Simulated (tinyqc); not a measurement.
Thermal resistances of a two-die stack.

Question. Heat leaves through the lower die only, and the system is linear. Find the resistance R1 from the lower die to the coolant, R2 between the dies, and the rise of the upper die when both are powered.

Values chosen for this exercise:
```
symbol  value  unit                 meaning
P1         10     W  power of the lower die
P2         18     W  power of the upper die
```

rises of the lower and upper die with only the lower one powered (K): 5.9  5.9
rises of the lower and upper die with only the upper one powered (K): 10.62  14.04

Solution. With only the lower die powered no heat crosses R2, so both dies rise by P1 R1; the difference in the second test is P2 R2; rises add.

R1 = 0.5900 K/W
R2 = 0.1900 K/W
rise of the upper die = 19.94 K

Numbers from tinyqc (`OMP_NUM_THREADS=1 python tinyqc.py 2162233 2162234 out.jsonl`; about 0.03 s on one thread of a shared Intel Xeon 2.30GHz).
